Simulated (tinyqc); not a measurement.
From results back to parameters: interface roughness in a thin film (subband fluctuation and scattering). Five cases, with inputs chosen for the exercise.

Problem. The screened mobility was computed from a hidden rms height D.

Gaussian roughness spectrum S(q) = pi D^2 Lc^2 exp(-q^2 Lc^2/4). Degenerate gas, taken to fill one subband (the second starts to fill once c kF^2/md exceeds E2 - E1, which is not tested here): kF = sqrt(2 pi Ns/gv), q = 2 kF sin(theta/2), 1/tau = (md/(2 pi c hbar)) G^2 times the integral from 0 to pi of S(q)(1 - cos theta)/eps(q)^2 dtheta, eps(q) = 1 + qs/q with screening (qs = gv md q0/(c eps), q0 = e^2/(4 pi eps0), form factors left out, which overstates the screening; other scattering is left out too, so these values lie far above measured mobilities in all but the thinnest films) or 1 without; mobility = tau c2/md with c2 = e/m0 = 1.75882e15 cm^2/(V s^2); 1e12/cm^2 = 1e-4/angstrom^2.

Constants: hbar^2/2m0 = 3.80998211 eV angstrom^2; hbar = 6.58211957e-16 eV s; e^2/(4 pi eps0) = 14.39964547 eV angstrom.

Case 1.

Values chosen (near those of a thin InGaAs channel; shifted at random, so the results belong to these values and not to a real crystal):
- md = 0.044 m0 (mass in the plane)
- gv = 1 (valleys)
- Lc = 54 angstrom (correlation length)
- Ns = 1 x 1e12/cm^2 (sheet density)
- eps = 10.9 (mean dielectric constant at the channel)

G = |dE1/dt| = 1.3768 meV/angstrom
mobility = 129856 cm^2/(V s)

Case 2.

Values chosen (near those of a thin GaN channel; shifted at random, so the results belong to these values and not to a real crystal):
- md = 0.205 m0 (mass in the plane)
- gv = 1 (valleys)
- Lc = 46 angstrom (correlation length)
- Ns = 7 x 1e12/cm^2 (sheet density)
- eps = 9.7 (mean dielectric constant at the channel)

G = |dE1/dt| = 9.7250 meV/angstrom
mobility = 39512.6 cm^2/(V s)

Case 3.

Values chosen (near those of a thin GaN channel; shifted at random, so the results belong to these values and not to a real crystal):
- md = 0.203 m0 (mass in the plane)
- gv = 1 (valleys)
- Lc = 28 angstrom (correlation length)
- Ns = 1.8 x 1e12/cm^2 (sheet density)
- eps = 9.6 (mean dielectric constant at the channel)

G = |dE1/dt| = 2.3179 meV/angstrom
mobility = 83646.7 cm^2/(V s)

Case 4.

Values chosen (near those of a thin InGaAs channel; shifted at random, so the results belong to these values and not to a real crystal):
- md = 0.044 m0 (mass in the plane)
- gv = 1 (valleys)
- Lc = 22 angstrom (correlation length)
- Ns = 2.4 x 1e12/cm^2 (sheet density)
- eps = 11 (mean dielectric constant at the channel)

G = |dE1/dt| = 4.4673 meV/angstrom
mobility = 41592.1 cm^2/(V s)

Case 5.

Values chosen (near those of a thin Ge channel on (111), one valley; shifted at random, so the results belong to these values and not to a real crystal):
- md = 0.08 m0 (mass in the plane)
- gv = 1 (valleys)
- Lc = 16 angstrom (correlation length)
- Ns = 0.61 x 1e12/cm^2 (sheet density)
- eps = 12.6 (mean dielectric constant at the channel)

G = |dE1/dt| = 6.9274 meV/angstrom
mobility = 10035.1 cm^2/(V s)

Find: mobility for D = 1 angstrom; D.

Solution. The mobility goes as 1/D^2, so D is the square root of the ratio. One value fixes only D^2 times a function of Lc; a second density is needed to part the two.

Case 1.

mobility for D = 1 angstrom = 1.875e+06 cm^2/(V s)
D = 3.80 angstrom

Case 2.

mobility for D = 1 angstrom = 1.012e+05 cm^2/(V s)
D = 1.60 angstrom

Case 3.

mobility for D = 1 angstrom = 1.882e+05 cm^2/(V s)
D = 1.50 angstrom

Case 4.

mobility for D = 1 angstrom = 3.997e+05 cm^2/(V s)
D = 3.10 angstrom

Case 5.

mobility for D = 1 angstrom = 1.160e+05 cm^2/(V s)
D = 3.40 angstrom

Computed by tinyqc, one run a case: `OMP_NUM_THREADS=1 python tinyqc.py N N+1 out.jsonl` with N = 1251781, 1251860, 1251896, 1251923, 1251927; one thread of a shared Intel(R) Xeon(R) Processor @ 2.30GHz, about 0.01 s a run at most.
